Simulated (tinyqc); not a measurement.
# Interface states from two metals

Question. Schottky barriers follow phi = S (pM - chi) + (1 - S) E0, S = 1/(1 + q Ds dl/(eps0 ei)). Find S, E0 and Ds.

Inputs (values chosen for the exercise); material values close to those of silicon:
- chi = 4.08 eV (electron affinity)
- dl = 0.33 nm (thickness of the interface layer)
- ei = 1.6 (its relative permittivity)

Constants: q = 1.602176634e-19 C, eps0 = 8.8541878128e-14 F/cm where lengths are in cm. Results are converted to the units shown.

phi for pM = 4.35 and 5.2 eV (eV): 0.49664318  0.57605636

Solution. The slope is S, and either point then gives E0.

S = 0.0934
E0 = 0.520 eV
Ds = 2.60e14 cm^-2 eV^-1

Numbers from tinyqc (`OMP_NUM_THREADS=1 python tinyqc.py 2430032 2430033 out.jsonl`; about 0.01 s on one thread of a shared Intel Xeon 2.30GHz).
